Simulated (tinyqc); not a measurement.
Band bending at a free surface with one surface level, surface photovoltage and Kelvin probe: two steps of the calculation.

n-type bulk, xi = Ec - EF = Vt ln(Nc/Nd), p0 = ni^2/Nd, ni = sqrt(Nc Nv) exp(-Eg/(2 Vt)), Eg in volts. b is the upward band bending, u = b/Vt. Space charge per area, in units of q: Qc = sign(b) sqrt((2 eps0 eps_r Vt/q) [(Nd + dn)(exp(-u) - 1) + Nd u + (p0 + dn)(exp(u) - 1)]), with dn the excess density under light (flat quasi-Fermi levels; 0 in the dark). The level holds -Ns f, f = 1/(1 + exp((xi + b - Es)/Vt)). Neutrality: Qc + Qf + (charge of the states) = 0.

Parameters, values chosen for the exercise; band and dielectric values close to those of silicon:
- T = 350 K (temperature)
- Eg = 1.1 eV (band gap)
- eps_r = 11.6 (relative permittivity)
- Nc = 3.58e19 cm^-3 (conduction-band density of states at T)
- Nv = 3.3e19 cm^-3 (valence-band density of states at T)
- chi = 4.13 eV (electron affinity)
- Nd = 9.8e16 cm^-3 (donor density)
- Qf = 0 cm^-2 (fixed positive charge at the surface)
- pt = 5.27 eV (work function of the probe tip)
- Ns = 4.4e11 cm^-2 (density of an acceptor-like surface level)
- Es = 0.41 eV (its depth below the conduction edge)

Constants: q = 1.602176634e-19 C, kB = 1.380649e-23 J/K, Vt = kB T/q, eps0 = 8.8541878128e-14 F/cm where lengths are in cm. Results are converted to the units shown.

Task 1. Bulk quantities. xi, ni, p0, the Debye length sqrt(eps0 eps_r Vt/(q Nd)) and the flat-band work function chi + xi.

Find: xi; ni; p0; Debye length; chi + xi.

Result 1.

xi = 0.17797 eV
ni = 4.1357e11 cm^-3
p0 = 1.7453e6 cm^-3
Debye length = 14.046 nm
chi + xi = 4.3080 eV

Task 2. Work function and Kelvin-probe reading. Work function chi + xi + b; contact potential difference CPD = (work function of the sample) - pt. Depth of EF below Ec at the surface: xi + b. Depletion width Qc/Nd.

converged b = 0.15957532 V

Wanted: xi + b; Qc; Qc/Nd; work function; CPD.

Result 2.

xi + b = 0.33755 eV
Qc = 4.0348e11 cm^-2
Qc/Nd = 41.171 nm
work function = 4.4675 eV
CPD = -802.45 mV

The level is 91.7 % filled: the Fermi level is pinned at it.

Computed by the program tinyqc: `OMP_NUM_THREADS=1 python tinyqc.py 2430029 2430030 out.jsonl`, one thread of a shared Intel Xeon 2.30GHz, about 0.01 s for the whole run.
